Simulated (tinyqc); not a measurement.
Worked calculation: Hueckel theory of the pi electrons, for the molecule BC=C(N)C=O (SMILES; centres numbered as the heavy atoms are written). One step of it, computed by the program tinyqc.

Problem. Energy, charges, bond orders. E = sum n x; q_r = z_r - P_rr; bond order p = P_rs; free valence = sqrt(3) - sum of p over the bonds of the atom.

x values: [2.181451, 1.580682, 0.851117, -0.178589, -1.158863, -1.775797]

occupations: [2.000000, 2.000000, 2.000000, 0.000000, 0.000000, 0.000000]

charge and bond-order matrix P, order 1B, 2C, 3C, 4N, 5C, 6O:
$$\begin{pmatrix}
0.131887 & 0.361483 & 0.255631 & -0.155317 & 0.061588 & -0.149821 \\
0.361483 & 1.013479 & 0.792069 & -0.262553 & 0.239140 & -0.340078 \\
0.255631 & 0.792069 & 0.863634 & 0.348547 & 0.408880 & 0.003937 \\
-0.155317 & -0.262553 & 0.348547 & 1.883214 & -0.030289 & -0.066878 \\
0.061588 & 0.239140 & 0.408880 & -0.030289 & 0.652663 & 0.806397 \\
-0.149821 & -0.340078 & 0.003937 & -0.066878 & 0.806397 & 1.455123
\end{pmatrix}$$

Centres:
```
centre  z_r, pi electrons of the neutral centre          h
1B                                            0  -1.000000
2C                                            1   0.000000
3C                                            1   0.000000
4N                                            2   1.500000
5C                                            1   0.000000
6O                                            1   1.000000
```

Bonds:
```
i  j         k
1  2  0.700000
2  3         1
3  4  0.800000
3  5         1
5  6         1
```

Give: pi energy = 6 alpha + this times beta; pi charges; Bond orders and lengths from R = 1.517 - 0.180 p; free valence of the carbons; gap between the highest filled and the next level.

Solution.

pi energy = 6 alpha + this times beta = 9.227

pi charges: 1B -0.132, 2C -0.013, 3C 0.136, 4N 0.117, 5C 0.347, 6O -0.455

Bond orders and lengths from R = 1.517 - 0.180 p (angstrom, C-C alone):
```
bond      p      R
1-2   0.361      -
2-3   0.792  1.374
3-4   0.349      -
3-5   0.409  1.443
5-6   0.806      -
```

free valence of the carbons: 2C 0.578, 3C 0.183, 5C 0.517

gap between the highest filled and the next level = 1.030 |beta|
